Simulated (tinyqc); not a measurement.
From results back to parameters: band edges of strained Si(1-x)Ge(x) on relaxed Si(1-y)Ge(y). Two cases, with inputs chosen for the exercise.

Problem. A layer on a (001) buffer has its Delta valleys split into the four in the plane and the two along z: E(Delta4) - E(Delta2) = XuD (e_par - e_perp), e_perp = -2 (C12/C11) e_par, e_par = (a(y) - a(x))/a(x). The splitting is given; find the strain and the Ge fraction y of the buffer.

Values are linear in the Ge fraction but for ED(x) = linear - CD x (1 - x) and a(x) = linear - Ca x (1 - x). Energies are on the common scale of Ev.

Case 1.

Values chosen (end members near Si and Ge, in this order; shifted at random, so the results belong to these values and not to a real crystal): a = (5.436, 5.653) angstrom (lattice constant); Ca = 0.024 angstrom (bowing of the lattice constant); XuD = (9.41, 9.71) eV (uniaxial potential, Delta); C11 = (164.6, 128.9) GPa; C12 = (63.7, 48.1) GPa; x = 1 (Ge fraction of the layer).

E(Delta4) - E(Delta2) = -0.237465 eV

Case 2.

Values chosen (end members near Si and Ge, in this order; shifted at random, so the results belong to these values and not to a real crystal): a = (5.428, 5.664) angstrom (lattice constant); Ca = 0 angstrom (bowing of the lattice constant); XuD = (8.91, 9.26) eV (uniaxial potential, Delta); C11 = (167.8, 127.2) GPa; C12 = (64.7, 48.1) GPa; x = 0.57 (Ge fraction of the layer).

E(Delta4) - E(Delta2) = -0.388540 eV

Find: e_par; a(y); y.

Solution. e_par = splitting/(XuD (1 + 2 C12/C11)) with the values at x; a(y) = a(x)(1 + e_par); a(y) rises steadily with y, so one root lies in the range.

Case 1.

e_par = -0.01400
a(y) = 5.5738 angstrom
y = 0.660

Case 2.

e_par = -0.02418
a(y) = 5.4280 angstrom
y = 0

Computed by tinyqc, one run a case: `OMP_NUM_THREADS=1 python tinyqc.py N N+1 out.jsonl` with N = 1050483, 1050529; one thread of a shared Intel(R) Xeon(R) Processor @ 2.30GHz, about 0.01 s a run at most.
